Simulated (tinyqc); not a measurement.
Hydrostatic strain: sp3s* tight binding, strained.

sp3s* tight binding, nearest neighbours only: anion (a) at 0, cation (c) at a/4 (1,1,1), orbitals s, px, py, pz, s* on each; k in units of 2 pi/a. With phases e_j = exp(i (pi/2) k.n_j) for n = (1,1,1), (1,-1,-1), (-1,1,-1), (-1,-1,1): g0 = (e1+e2+e3+e4)/4, g1 = (e1+e2-e3-e4)/4, g2 = (e1-e2+e3-e4)/4, g3 = (e1-e2-e3+e4)/4. The diagonal holds the levels Esa, Epa, Exa (s*) and Esc, Epc, Exc. Anion-cation block: <sa|sc> = Vss g0; <sa|xc> = Vsapc g1; <xa|sc> = -Vscpa g1; <xa|xc> = Vxx g0; <xa|yc> = <ya|xc> = Vxy g3, <xa|zc> = <za|xc> = Vxy g2, <ya|zc> = <za|yc> = Vxy g1; <s*a|xc> = Vxapc g1; <xa|s*c> = -Vpaxc g1; y and z take g2 and g3 in place of g1; s-s* and s*-s* vanish.

Strain e moves each bond vector to d = (1 + e) d0 (no internal displacement for the diagonal strains used here) and k is given in fractions of the strained reciprocal cell, so the phases stay. Two-centre values Vss_sigma = Vss/4, Vsp_sigma = sqrt3 V/4 for each s-p and s*-p pair, Vpp_sigma = (Vxx + 2 Vxy)/4, Vpp_pi = (Vxx - Vxy)/4 are scaled by (d0/d)^eta and combined with the new direction cosines; the levels on the diagonal stay.

Parameters, chosen for this exercise (near a published set for GaSb, fitted to gaps, whose masses and valley positions are rough; not measured data):
```
symbol  value   unit  meaning
Esa     -7.296  eV    s level of the anion
Epa     0.861   eV    p level of the anion
Esc     -3.911  eV    s level of the cation
Epc     2.895   eV    p level of the cation
Exa     6.603   eV    s* level of the anion
Exc     5.962   eV    s* level of the cation
Vss     -6.173  eV    s-s
Vxx     1.579   eV    px-px
Vxy     4.128   eV    px-py
Vsapc   4.971   eV    s anion, p cation
Vscpa   4.653   eV    s cation, p anion
Vxapc   5.003   eV    s* anion, p cation
Vpaxc   4.235   eV    p anion, s* cation
eta     2             scaling exponent
```

exx = eyy = ezz = e. Gaps as measured from the top of the valence band; the deformation potentials are (gap(0.01) - gap(-0.01))/0.06.

Gaps (eV):
```
e       Gamma   Delta       L  x of the minimum
-0.03  1.2563  1.1319  1.1630             0.851
-0.02  1.0984  1.1333  1.0897             0.853
-0.01  0.9455  1.1338  1.0192             0.855
0.00   0.7975  1.1331  0.9515             0.858
0.02   0.5154  1.1257  0.8243             0.864
0.03   0.3809  1.1176  0.7646             0.870
```

Give the missing row, e = 0.01.

Computed row:
```
e      Gamma   Delta       L  x of the minimum
0.01  0.6542  1.1306  0.8865             0.860
```

gap deformation potentials (eV): Gamma -4.855, Delta -0.054, L -2.211

Per unit of volume strain the gaps move by -4.85 (Gamma), -0.05 (Delta) and -2.21 eV (L). The lowest valley changes from the Delta line to L between e = -0.03 and -0.02 and from L to Gamma between e = -0.02 and -0.01. These potentials follow from the one exponent eta, which fitted models replace by one for each integral; with it the sizes are rough, the sign for Delta can be wrong (in Si, Ge and the III-V crystals measured values are small and positive), and the pressures at which valleys cross, and which valley takes over, are rough too. A gap of zero, where one is listed, marks an s level that has sunk below the valence top.

Program tinyqc; command `OMP_NUM_THREADS=1 python tinyqc.py 1480125 1480126 out.jsonl`; about 0.1 s on one thread of a shared Intel(R) Xeon(R) Processor @ 2.30GHz.
